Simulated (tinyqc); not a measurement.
## Pelgrom slope, floor and doping from two device sizes

Inverse problem. s^2 = A^2/(L W) + s0^2, with s0 independent of size and A = (q/Cox) sqrt(Na Wd/3) from random dopants alone, Cox = 3.9 eps0/ti. Find A, s0 and Na.

Parameters, values chosen for the exercise:
- ti = 2.1 nm (oxide-equivalent thickness in inversion)

Constants: q = 1.602176634e-19 C, eps0 = 8.8541878128e-14 F/cm where lengths are in cm. Results are converted to the units shown.

s for gate areas 0.0084 and 0.25 um^2 (mV): 10.8452223  3.16101142
Wd = 41.0581200 nm

Solution. s^2 is linear in 1/area: slope A^2, intercept s0^2.

A = 0.967 mV um
s0 = 2.50 mV
Na = 7.20e17 cm^-3

Program tinyqc, `OMP_NUM_THREADS=1 python tinyqc.py 2090041 2090042 out.jsonl`; Intel Xeon 2.30GHz, shared host, one thread, about 0.01 s.
